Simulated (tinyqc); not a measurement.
# Effective-mass impurity with a central-cell term, in a basis of Slater functions, step by step

A worked calculation. Computed by tinyqc, a small Python program that keeps every step. Command: `OMP_NUM_THREADS=1 python tinyqc.py 3029124 3029125 out.jsonl centralcell walk`. One thread of a shared host (Intel(R) Xeon(R) Processor @ 2.30GHz), about 0.01 s of CPU time with the checks. Intermediate numbers are printed to about 6 digits and carried at full precision; extremes and crossings named in words are read from the listed rows.

The envelope obeys H = -nabla^2 - (2/r) [Z + A exp(-kappa r)] in effective units, with kappa = a*/lambda; positive A deepens the well near the core.

Inputs (values chosen for the exercise, with mass and screening modelled on GaAs):
```
quantity                    value      unit
effective mass m           0.0695       m_0
dielectric constant eps      12.5         -
charge Z of the core            2         -
central-cell strength A        29         -
central-cell range lambda     1.4  angstrom
basis size n                    4         -
smallest exponent zeta_1      0.6      1/a*
ratio beta of exponents       3.1         -
```

Impurity: donor, one isotropic band.

Constants: Ry = 13.605693123 eV; a_0 = 0.529177210903 angstrom.

## Effective units

Units: Ry* = Ry m/eps^2 and a* = a_0 eps/m, with m in m_0. kappa = a*/lambda; the hydrogenic ground state is bound by Z^2 Ry*.

Ry* = 6.05181 meV

a* = 95.1758 angstrom

kappa = 67.9827 1/a*

hydrogenic binding energy = 24.2072 meV

## Matrices over the s basis

zeta_i = zeta_1 beta^(i-1), i = 1..n. For s functions exp(-zeta r), with s = zeta_i + zeta_j: S = 2/s^3, T = zeta_i zeta_j S, V = -2 Z/s^2, W = -2 A/(s + kappa)^2; each function is normalised by dividing by sqrt(S_ii S_jj).

exponents (1/a*): 0.6  1.86  5.766  17.8746

overlap S, lower triangle (symmetric):
```
         1        2        3        4
1  1.00000
2  0.63355  1.00000
3  0.19954  0.63355  1.00000
4  0.04456  0.19954  0.63355  1.00000
```

kinetic T (Ry*), lower triangle (symmetric):
```
          1        2        3        4
1      0.36
2  0.707042   3.4596
3  0.690327  6.79467  33.2468
4  0.477896  6.63404  65.2968  319.501
```

Coulomb V (Ry*), lower triangle (symmetric):
```
          1         2         3         4
1      -2.4
2  -3.11707     -7.44
3  -2.54054  -9.66291   -23.064
4  -1.64646  -7.87567  -29.9550  -71.4984
```

central cell W (Ry*), lower triangle (symmetric):
```
            1          2         3         4
1  -0.0104700
2  -0.0551204  -0.290373
3   -0.270072   -1.42536  -7.03424
4    -1.09010   -5.78018  -28.9163  -123.132
```

## Generalised eigenproblem

(T + V + W) c = E S c with c^T S c = 1 and the largest component positive.

two lowest levels (Ry*): -4.69732  -1.07162

coefficients of the lowest state: -0.115369  0.987097  0.104065  0.036978

<T> = 6.37370 Ry*

<W> = -1.43662 Ry*

## Converged levels

Large basis: zeta_i = 0.06 x 1.6^(i-1), i = 1..22, same formulas; for p functions r exp(-zeta r): S = 24/s^5, T = zeta_i zeta_j S (centrifugal term included), V = -12 Z/s^4, W = -12 A/(s + kappa)^4; overlap eigenvalues below 1e-11 are dropped. Binding energies are -E Ry*; the effective quantum number is nu = Z/sqrt(-E); |psi(0)|^2 is given relative to the hydrogenic Z^3/(pi a*^3).

1s binding energy = 29.5920 meV

2s binding energy = 6.66773 meV

2p binding energy = 6.05193 meV

effective quantum number of 1s = 0.904452

relative |psi(0)|^2 = 14.6659

The central cell moves 1s by +5.385 meV, 2s by +0.616 meV and 2p by a negligible amount: p states vanish at the core, so the 2p level gives the hydrogenic scale and 1s the chemical shift. The small basis lies 1.2 meV above the converged 1s level. Caution: the density at the core is many times hydrogenic, so the result hangs on the model potential inside one cell, where the envelope picture is weak.

## Chemical shift by three methods

First order: shift = 8 A Z^3/(2 Z + kappa)^2 Ry*. One exponent: minimise zeta^2 - 2 Z zeta - 8 A zeta^3/(2 zeta + kappa)^2 by golden section on 0.2 to 6 Z. All shifts are the binding beyond Z^2 Ry*.

Shift of the 1s binding energy (meV):
```
A       first order  one exponent  large basis
-29.00     -2.16774      -1.83927      -1.3940
-14.50     -1.08387      -0.99331      -0.8451
2.90        0.21677       0.22092       0.2301
7.25        0.54194       0.56888       0.6342
14.50       1.08387       1.19920       1.5350
29.00       2.16774       2.70786       5.3848
36.20       2.70594       3.62997      10.6582
```

The three columns are ordered, first order <= one exponent <= large basis, since each is a variational bound with more freedom. At the largest attractive A first order gives 25 % and one exponent 34 % of the shift; at the most repulsive A the true shift is -1.394 meV against -2.168. Attraction pulls the envelope in and feeds itself, repulsion pushes it out and saturates.

## Convergence with the basis

The error is the lowest level above the large-basis value.

Error of the 1s level:
```
n  error (meV)  largest exponent (1/a*)
1      17.1830              6.00000e-01
2       3.5649              1.86000e+00
3       2.0781              5.76600e+00
4       1.1647              1.78746e+01
5       0.2849              5.54113e+01
6       0.2849              1.71775e+02
7       0.2844              5.32502e+02
8       0.2843              1.65076e+03
```

The error falls from 17.2 to 0.284 meV. The last function changes it by less than 5 %: it has levelled off, and what remains is set by beta and zeta_1, not by the range of exponents.

Checks made by the program: the large basis at A = 0 against Z^2, Z^2/4 and Z^2/4 (relative difference 1e-05).
